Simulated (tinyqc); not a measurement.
Square on-chip spiral inductor, lumped pi model: two steps of the calculation.

Outer diameter do = di + 2 n wd + 2 (n - 1) sp, mean da = (do + di)/2, fill p = (do - di)/(do + di), length l = 4 n da. L = 2.34 mu0 n^2 da/(1 + 2.75 p), mu0 = 4 pi 1e-7 H/m. Rs = rho l/(wd delta (1 - exp(-th/delta))), delta = sqrt(rho/(pi f mu0)). Cs = n wd^2 eps0 eo/hu across the coil. At each end Cox = l wd eps0 eo/(2 ho) leads to the substrate branch Rsi = 2 rs he/(l wd) in parallel with Csi = l wd eps0 11.7/(2 he). With one end grounded Y = 1/(Rs + i w L) + i w Cs + 1/[1/(i w Cox) + 1/(1/Rsi + i w Csi)], w = 2 pi f; Q = -Im Y/Re Y. Eddy currents in neighbouring turns and in the substrate are left out.

Inputs (values chosen for the exercise); values of the order met in silicon radio-frequency processes:
- n = 2.5 (number of turns)
- wd = 10 um (line width)
- sp = 2 um (space between turns)
- di = 60 um (inner diameter)
- th = 2 um (metal thickness)
- rho = 1.9 uohm cm (metal resistivity)
- ho = 8.9 um (oxide below the coil)
- hu = 1.2 um (oxide between coil and underpass)
- eo = 3 (relative permittivity of the oxide)
- rs = 10 ohm cm (substrate resistivity)
- he = 30 um (effective spreading depth in the substrate)
- f = 11 GHz (frequency)

Constants: eps0 = 8.8541878128e-12 F/m. Results are converted to the units shown.

Problem 1. Geometry and model elements. do, l, L, delta, Rs, Cs, Cox, Rsi and Csi as defined.

Wanted: do; l; L; delta; Rs; Cs; Cox; Rsi; Csi.

Solution 1.

do = 116.00 um
l = 880.00 um
L = 0.86256 nH
delta = 0.66146 um
Rs = 2.6570 ohm
Cs = 5.5339 fF
Cox = 13.132 fF
Rsi = 681.82 ohm
Csi = 15.194 fF

Problem 2. Admittance, quality factor and apparent inductance. Series branch 1/(Rs + i w L), substrate branch, total Y, Q = -Im Y/Re Y, apparent inductance Im(1/Y)/w, metal-only value w L/Rs, share of the loss in the substrate Re(substrate branch)/Re Y.

L = 0.86255568 nH
Rs = 2.6569510 ohm
Cs = 5.5338674 fF
Cox = 13.132054 fF
Rsi = 681.81818 ohm
Csi = 15.193786 fF

Give: series branch; substrate branch; Y; Q; apparent inductance; w L/Rs; share of the loss in the substrate.

Solution 2.

series branch = 0.746-16.741i mS
substrate branch = 0.20191+0.63811i mS
Y = 0.948-15.720i mS
Q = 16.582
apparent inductance = 0.91704 nH
w L/Rs = 22.438
share of the loss in the substrate = 21.298 %

Q is 73.9 % of the metal-only value.

Program tinyqc, `OMP_NUM_THREADS=1 python tinyqc.py 2302078 2302079 out.jsonl`; Intel Xeon 2.30GHz, shared host, one thread, about 0.01 s.
